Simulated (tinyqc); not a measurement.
Planar ballistic transistor, top-of-the-barrier model: two steps of the calculation.

At the top of the source barrier, states moving towards the drain are filled by the source (Fermi level 0) and states moving back by the drain (Fermi level -q Vd); nothing scatters. U is the shift of the band edge there, set by the capacitances CG, CD and CS (the total) and by the charge. Parabolic two-dimensional band; the source is grounded.

Parameters, values chosen for the exercise; mass and valleys close to those of indium arsenide: temperature T = 300 K; effective mass m = 0.0313 m0; valley degeneracy gv = 1; relative permittivity of the gate insulator eox = 9; insulator thickness tox = 2.8 nm; gate control CG/CS aG = 0.76; band edge at the barrier top above the source Fermi level at zero bias E0 = 0.16 eV; drain voltage Vd = 0.05 V.

Constants: q = 1.602176634e-19 C, kB = 1.380649e-23 J/K, hbar = 1.054571817e-34 J s, m0 = 9.1093837015e-31 kg, Vt = kB T/q, eps0 = 8.8541878128e-14 F/cm where lengths are in cm. Results are converted to the units shown.

Question 1. Self-consistent potential at the barrier top. eta1 = -(E0 + U)/Vt, eta2 = eta1 - Vd/Vt, n = (N0/2)[F_0(eta1) + F_0(eta2)], F_0(x) = ln(1 + exp x). U(out) = UL + q (n - n0)/CS. U(new) = U(out).

U after iteration 1 = -0.37236737 eV
N0 = 3.3801477e11 cm^-2
CS = 3.7447223 uF/cm^2
n0 = 6.9280152e8 cm^-2
UL = -0.6102 eV

Wanted: eta1; eta2; n; U(out); U after iteration 2.

Answer 1.

eta1 = 8.2147
eta2 = 6.2807
n = 2.4502e12 cm^-2
U(out) = -0.50540 eV
U after iteration 2 = -0.50540 eV

Question 2. Current, mean velocity and share of the gate voltage. N0 = gv m kB T/(pi hbar^2), CG = eps0 eox/tox, vT = sqrt(2 kB T/(pi m)), CS = CG/aG, n0 = n at U = 0 and Vd = 0. I = q (N0/2) vT [F_(1/2)(eta1) - F_(1/2)(eta2)] per width, F_(1/2)(x) = (2/sqrt(pi)) int_0^infinity u^(1/2)/(1 + exp(u - x)) du. Mean velocity I/(q n). CQ = (q/Vt) dn/d(eta1); the band edge follows the gate as -dU/dVg = aG/(1 + CQ/CS).

converged U = -0.45768540 eV

Give: eta1; n; I; mean velocity; CQ; -dU/dVg.

Answer 2.

eta1 = 11.515
n = 3.5654e12 cm^-2
I = 581.18 uA/um
mean velocity = 1.0174e7 cm/s
CQ = 2.0948 uF/cm^2
-dU/dVg = 0.48737 eV/V

The carriers from the source are degenerate (eta1 = 11.5), and the mean velocity is 0.335 times vT = sqrt(2 kB T/(pi m)) = 3.04e7 cm/s. The drain fills a good part of the returning states, which lowers the mean.

Program tinyqc, `OMP_NUM_THREADS=1 python tinyqc.py 2400154 2400155 out.jsonl`; Intel Xeon 2.30GHz, shared host, one thread, about 0.02 s.
